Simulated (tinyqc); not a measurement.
AlGaN/GaN HEMT with access regions, lumped model: two steps of the calculation.

A polarisation-induced electron sheet under a Schottky gate, in series with two ungated access regions and contacts. Drift law v = mu E/(1 + mu E/vs) under the gate. Currents in mA/mm, resistances in ohm mm. No self-heating, no channel-length modulation; fits for polarisation, barrier and offset are chosen for the exercise.

Parameters, values chosen for the exercise; values close to those of AlGaN/GaN structures: aluminium share of the barrier x = 0.18; barrier thickness d = 12 nm; relative permittivity of barrier and channel eps_r = 9.5; channel mobility mu = 1500 cm^2/(V s); saturation velocity vs = 1e7 cm/s; gate length Lg = 1 um; source access length Ls = 1.5 um; drain access length Ld = 8 um; resistance of each contact Rc = 0.31 ohm mm; share of the drain-access electrons removed by traps ft = 0; gate voltage Vg = 1 V; drain voltage Vd = 4 V; critical field Ec = 2.9 MV/cm; depth over which the depleted charge spreads te = 0.17 um; insulator under the field plate tf = 50 nm; relative permittivity of that insulator ei = 7.

Constants: q = 1.602176634e-19 C, eps0 = 8.8541878128e-14 F/cm where lengths are in cm. Results are converted to the units shown.

Task 1. Drain current. Access resistance R(L, n) = L/(q mu n sqrt(1 - (I/(q n vs))^2)); Rs = Rc + R(Ls, n0), Rd = Rc + R(Ld, (1 - ft) n0). Vg' = Vg - I Rs, Vd' = Vd - I (Rs + Rd); with u = Vg' - VT, Vc = vs Lg/mu and w the smaller of Vd' and Vc [sqrt(1 + 2 u/Vc) - 1] (0 if negative), the channel gives (mu Cb/Lg)(u w - w^2/2)/(1 + w/Vc). I(new) = I + 0.3 (channel current - I).

I after iteration 1 = 407.91483 mA/mm
VT = -1.3397611 V
Cb = 0.70095654 uF/cm^2
n0 = 5.8614903e12 cm^-2

Give: Rs; Rd; Vg'; Vd'; channel current; I after iteration 2.

Result 1.

Rs = 1.4922 ohm mm
Rd = 6.6149 ohm mm
Vg' = 0.39132 V
Vd' = 0.69298 V
channel current = 494.66 mA/mm
I after iteration 2 = 433.94 mA/mm

Task 2. On-resistance and breakdown. sigma = (5e13 x + 1.6e13 x^2) cm^-2, phiB = 0.84 + 1.3 x, dEc = 0.7 (1.71 x + x^2) in volts, Cb = eps0 eps_r/d, VT = phiB - dEc - q sigma/Cb, access density n0 = -Cb VT/q. Ron = 2 Rc + Ls/(q mu n0) + Ld/(q mu (1 - ft) n0) + Lg/(mu Cb (Vg - VT)). Off state: a depleted stretch that holds the voltage V has the peak field sqrt(k V), k = 2 q n0/(eps0 eps_r te), so one edge holds V1 = Ec^2/k. The sheet under the plate pinches off at Vf = q n0 (1/Cb + tf/(eps0 ei)); beyond it the gate edge is screened. BV = V1 if Vf >= V1, else Vf + V1, and at most Ec Ld. Specific resistance Ron (Ls + Lg + Ld); figure of merit BV^2 over it.

Find: Ron; Vf; V1; BV; specific resistance; figure of merit.

Result 2.

Ron = 7.7704 ohm mm
Vf = 8.9158 V
V1 = 64.028 V
BV = 72.944 V
specific resistance = 0.81590 mohm cm^2
figure of merit = 6.5214 MW/cm^2

The plate raises BV by a factor of 1.14.

Computed by the program tinyqc: `OMP_NUM_THREADS=1 python tinyqc.py 2570092 2570093 out.jsonl`, one thread of a shared Intel Xeon 2.30GHz, about 0.03 s for the whole run.
